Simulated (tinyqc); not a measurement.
# Resistive crossbar, vector-matrix product with wire resistance, step by step

tinyqc, about 0.01 s, one thread, Intel Xeon 2.30GHz (shared host): `OMP_NUM_THREADS=1 python tinyqc.py 2880071 2880072 out.jsonl` Printed values are rounded.

2 rows and 2 columns. Cell (i, j) joins row node wij to column node bij. Each row is driven at its left end through one wire segment rw; neighbouring nodes along a row or a column are joined by rw; each column ends below the last row in one more rw and a virtual ground, where its current is read. Ideal output: I_j = sum_i V_i G_ij.

Parameters, values chosen for the exercise:
```
symbol         value  unit                                     meaning
rw               200   ohm  wire resistance between neighbouring cells
V       [0.23, 0.35]     V                  input voltages of the rows
```

## The nodal equations

cell conductances G (uS):
```
	column 1	column 2
row 1	430	27
row 2	290	63
```

Kirchhoff current law at every node, A x = b: A holds the sum of the conductances at a node on the diagonal and minus the conductance between two nodes off it (wire conductance 1/rw); b = V_i/rw at the first node of row i.

A (uS):
```
	w11	w12	w21	w22	b11	b12	b21	b22
w11	10430	-5000	0	0	-430	0	0	0
w12	-5000	5027	0	0	0	-27	0	0
w21	0	0	10290	-5000	0	0	-290	0
w22	0	0	-5000	5063	0	0	0	-63
b11	-430	0	0	0	5430	0	-5000	0
b12	0	-27	0	0	0	5027	0	-5000
b21	0	0	-290	0	-5000	0	10290	0
b22	0	0	0	-63	0	-5000	0	10063.0
```

b (uA): w11 1150, w12 0, w21 1750, w22 0, b11 0, b12 0, b21 0, b22 0

## Node voltages and column currents

Solve A x = b; I_j = b2j/rw.

row nodes (mV): w11 214.413, w12 213.295, w21 328.745, w22 324.718
column nodes (mV): b11 46.1670, b12 6.26257, b21 31.6979, b22 5.14460
column currents (uA): column 1 158.489, column 2 25.7230

## Error against the ideal product

Ideal I_j = sum_i V_i G_ij; error = I/ideal - 1.

ideal currents (uA): column 1 200.4, column 2 28.26
error (%): column 1 -20.91, column 2 -8.977

The largest error is in column 1. All currents fall short, since the wires take part of the voltage.
